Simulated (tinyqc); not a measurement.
# Reverse leakage of an n+-p junction: diffusion, generation, trap-assisted and band-to-band tunnelling: leakage components against the temperature

One-sided abrupt junction in the depletion approximation, x from the junction (0) to W on the p side, field F = F0 (1 - x/W). Flat quasi-Fermi levels, long p side. Traps generate through SRH with both lifetimes shortened by 1 + Gamma (Hurkx enhancement, form for moderate fields); band-to-band generation is local and needs a total bending above Eg.

Nc and Nv are given at 350 K and scale as (T/350 K)^1.5; all else is held fixed. ni = sqrt(Nc Nv) exp(-Eg/(2 Vt)), Eg in volts; Vbi = Vt ln(Na Nd/ni^2); W = sqrt(2 eps0 eps_r (Vbi + VR)/(q Na)); F0 = 2 (Vbi + VR)/W; FG = sqrt(24 mt m0 (kB T)^3)/(q hbar); J_diff = q ni^2 sqrt(Dn/tau)(1 - exp(-VR/Vt))/Na. u = (Vbi + VR)(1 - x/W)^2, p = Na exp(-u/Vt), n = Nd exp((u - Vbi - VR)/Vt); G0 = ni^2 (1 - exp(-VR/Vt))/(tau (n + p + 2 ni cosh(Et/Vt))); Gamma = 2 sqrt(3 pi)(F/FG) exp((F/FG)^2); trap-assisted part G0 Gamma; G_bb = Ab F^2.5 exp(-Bb/F) with F in V/cm, zero unless Vbi + VR > Eg, and counted as zero under 1 cm^-3 s^-1. Currents are q times the integrals over 0 to W; J_bb under 1e-8 of J is printed as 0; rows with F0/FG above 2.2, beyond the range of this Gamma, are left out.

Values chosen for this exercise; band and dielectric values close to those of silicon: band gap Eg = 1.1 eV; relative permittivity eps_r = 11.7; conduction-band density of states at the reference temperature Nc = 3.53e19 cm^-3; valence-band density of states at the reference temperature Nv = 3.38e19 cm^-3; acceptor density of the lighter side Na = 5.4e17 cm^-3; donor density of the heavier side Nd = 1e19 cm^-3; SRH lifetime of both carriers at zero field tau = 1e-9 s; trap level above the intrinsic level Et = 0.11 eV; tunnelling mass mt = 0.27 m0; electron diffusion coefficient on the lighter side Dn = 25 cm^2/s; band-to-band prefactor Ab = 2.8e14 cm^-0.5 V^-2.5 s^-1; band-to-band field constant Bb = 1.77e7 V/cm; reverse bias VR = 0.4 V.

Constants: q = 1.602176634e-19 C, kB = 1.380649e-23 J/K, hbar = 1.054571817e-34 J s, m0 = 9.1093837015e-31 kg, Vt = kB T/q, eps0 = 8.8541878128e-14 F/cm where lengths are in cm. Results are converted to the units shown.

Result of one run:
```
F0 (kV/cm)	F0/FG	J_diff (A/cm^2)	J_SRH (A/cm^2)	J_TAT (A/cm^2)	J_bb (A/cm^2)	J (A/cm^2)	largest part
481	1.39	4.55e-13	1.01e-8	1.49e-7	1.06e-13	1.59e-7	trap-assisted tunnelling
```

Which temperature T gave this result: 220, 280, 340 or 370 K?

T = 280 K.

The whole series:
```
T (K)	F0 (kV/cm)	F0/FG	J_diff (A/cm^2)	J_SRH (A/cm^2)	J_TAT (A/cm^2)	J_bb (A/cm^2)	J (A/cm^2)	largest part
220	488	2.03	8.79e-19	3.96e-12	2.73e-10	1.85e-13	2.77e-10	trap-assisted tunnelling
250	485	1.66	1.36e-15	3.16e-10	8.61e-9	1.42e-13	8.93e-9	trap-assisted tunnelling
280	481	1.39	4.55e-13	1.01e-8	1.49e-7	1.06e-13	1.59e-7	trap-assisted tunnelling
310	478	1.19	5.09e-11	1.68e-7	1.61e-6	7.83e-14	1.77e-6	trap-assisted tunnelling
340	474	1.02	2.54e-9	1.73e-6	1.19e-5	0	1.36e-5	trap-assisted tunnelling
370	470	0.895	6.87e-8	1.24e-5	6.52e-5	0	7.76e-5	trap-assisted tunnelling
400	466	0.790	1.15e-6	6.68e-5	2.82e-4	0	3.50e-4	trap-assisted tunnelling
430	462	0.702	1.33e-5	2.88e-4	0.00101	0	0.00131	trap-assisted tunnelling
```

J rises from 2.77e-10 to 0.00131 A/cm^2. Trap-assisted tunnelling leads at T = 220 and in all other rows. Activation energies over the table: 1.18 eV for diffusion (Eg = 1.1 eV, raised by the T^3 of ni^2), 0.703 eV for SRH generation (Eg/2 + |Et| = 0.660 eV), 0.587 eV for the trap-assisted part, lower since Gamma grows on cooling; the total shows 0.549 eV at the cold end and 0.651 eV at the hot end.

tinyqc, about 0.01 s, one thread, Intel Xeon 2.30GHz (shared host): `OMP_NUM_THREADS=1 python tinyqc.py 2290104 2290105 out.jsonl`
